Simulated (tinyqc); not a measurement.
Electron continuity equation in a given potential, Scharfetter-Gummel discretisation: three discretisations compared.

Steady state in one dimension: J = q mu n E + q D dn/dx with E = -dpsi/dx and D = mu Vt, dJ/dx = 0, fixed densities nL and nR at the ends. The potential is given, psi = U (x/L)^2, and is not changed by the electrons.

11 equal intervals. Fluxes J_i = (q D/h)(n_(i+1) P_i - n_i Q_i), d_i = (psi_(i+1) - psi_i)/Vt: Scharfetter-Gummel P = B(d), Q = B(-d), B(d) = d/(exp(d) - 1); central P = 1 - d/2, Q = 1 + d/2; upwind P = 1 + max(-d, 0), Q = 1 + max(d, 0). Balance at each inner node: J_i - J_(i-1) = 0. The reference is Scharfetter-Gummel on 2200 intervals.

Parameters, values chosen for the exercise; mobility close to that of germanium at room temperature:
- T = 300 K (temperature)
- mu = 3870 cm^2/(V s) (electron mobility)
- L = 0.12 um (length of the region)
- nL = 4e15 cm^-3 (density at x = 0)
- nR = 3.1e16 cm^-3 (density at x = L)
- U = 1 V (potential difference psi(L) - psi(0))

Constants: q = 1.602176634e-19 C, kB = 1.380649e-23 J/K, Vt = kB T/q. Results are converted to the units shown.

Densities (cm^-3):

| node | Scharfetter-Gummel | central | upwind | reference |
|---|---|---|---|---|
| 0 | 4.000e15 | 4.000e15 | 4.000e15 | 4.000e15 |
| 1 | 2.336e15 | 2.361e15 | 2.326e15 | 2.335e15 |
| 2 | 1.580e15 | 1.610e15 | 1.603e15 | 1.577e15 |
| 3 | 1.173e15 | 1.202e15 | 1.212e15 | 1.169e15 |
| 4 | 9.255e14 | 9.210e14 | 9.699e14 | 9.203e14 |
| 5 | 7.617e14 | 9.338e14 | 8.072e14 | 7.556e14 |
| 6 | 6.461e14 | 1.055e14 | 6.924e14 | 6.395e14 |
| 7 | 5.606e14 | 2.162e15 | 6.167e14 | 5.535e14 |
| 8 | 4.949e14 | -3.356e15 | 6.205e14 | 4.875e14 |
| 9 | 4.430e14 | 8.812e15 | 1.040e15 | 4.355e14 |
| 10 | 4.380e14 | -1.616e16 | 4.402e15 | 4.304e14 |
| 11 | 3.100e16 | 3.100e16 | 3.100e16 | 3.100e16 |

What does the table show?

Largest errors as a share of the largest reference density listed: Scharfetter-Gummel 0.025 %, central 54 %, upwind 13 %. The largest |d| is 6.71. Central differences give 2 negative value(s), since P or Q changes sign once |d| exceeds 2. Upwinding stays positive but acts as if D were larger by the factor 1 + |d|/2, up to 4.36 here.

Range of the model: The drift velocity mu E exceeds 1e7 cm/s somewhere, where real mobilities no longer stay constant.

Computed by the program tinyqc: `OMP_NUM_THREADS=1 python tinyqc.py 2220042 2220043 out.jsonl`, one thread of a shared Intel Xeon 2.30GHz, about 0.01 s for the whole run.
